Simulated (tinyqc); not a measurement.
Energy and delay of logic against supply voltage: two steps of the calculation.

One expression serves below and above threshold: I(Vg) = Ik [ln(1 + exp((Vg - VT + dd V)/(al nf Vt)))]^al, with I_on = I(V) and I_off = I(0). Gate delay td = kd C V/I_on, clock period LD td. Per gate and cycle the switching energy is act C V^2 and the leakage energy I_off V LD td. No short-circuit current, no variation. Minima are sought above 0.09 V; below a few Vt gates no longer switch and the model has no meaning.

Values chosen for this exercise; values of the order met in logic technologies:
```
symbol,value,unit,meaning
T,378,K,temperature
VT,0.37,V,threshold voltage at zero drain bias
nf,1.17,,slope factor
dd,0.06,,barrier lowering per volt of supply
Ik,0.5,uA,specific current of a gate
al,1.73,,exponent of the current law
C,1.2,fF,load capacitance of a gate
kd,0.7,,delay factor
LD,12,,logic depth
act,0.01,,activity factor
V,0.93,V,supply voltage
```

Constants: q = 1.602176634e-19 C, kB = 1.380649e-23 J/K, Vt = kB T/q. Results are converted to the units shown.

Task 1. Currents, delay and energies. I_on, I_off, td, clock frequency 1/(LD td), both energies and their sum.

Find: I_on; I_off; td; clock frequency; switching energy; leakage energy; energy.

Result 1.

I_on = 23.860 uA
I_off = 0.13041 nA
td = 32.741 ps
clock frequency = 2.5452 GHz
switching energy = 10.379 aJ
leakage energy = 0.047651 aJ
energy = 10.426 aJ

I_on/I_off = 1.83e5; leakage makes up 0.457 % of the energy.

Task 2. New V. Minimum-energy supply: E(V) is the energy per gate and cycle; with h = 0.001 V, E' = (E(V + h) - E(V - h))/(2 h), E'' = (E(V - h) - 2 E(V) + E(V + h))/h^2, V(new) = V - E'/E''.

V after iteration 1 = 0.28723029 V

Wanted: E'; E''; V after iteration 2.

Result 2.

E' = -2.057 aJ/V
E'' = 175.7 aJ/V^2
V after iteration 2 = 0.2989 V

Computed by the program tinyqc: `OMP_NUM_THREADS=1 python tinyqc.py 2082202 2082203 out.jsonl`, one thread of a shared Intel Xeon 2.30GHz, about 0.01 s for the whole run.
